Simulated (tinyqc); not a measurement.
Coupled-perturbed Hartree-Fock on RHF in the sto-3g basis, for BeH2, spin multiplicity 1, step by step. One step of it, computed by the program tinyqc.

Question. Response to a field: uncoupled start. Field along y; U_ai = -mu_ai / (e_a - e_i), alpha = -4 sum U_ai mu_ai.

orbital energies (hartree): MO1 -4.529214, MO2 -0.428340, MO3 -0.387287, MO4 0.213266, MO5 0.213877, MO6 0.384758, MO7 0.758467

dipole integrals <a|y|i> (bohr):
```
           i1         i2         i3
a4  -0.000014  -0.000678   0.057556
a5   0.000000   0.000000   0.000000
a6   0.000920   0.017793  -1.289571
a7   0.136325  -0.669514  -0.007274
```

Give: uncoupled U; uncoupled polarisability.

Answer.

uncoupled U:
```
         i1       i2       i3
a4   0.0000   0.0011  -0.0958
a5   0.0000   0.0000   0.0000
a6  -0.0002  -0.0219   1.6703
a7  -0.0258   0.5641   0.0063
```

uncoupled polarisability = 10.1647 bohr^3
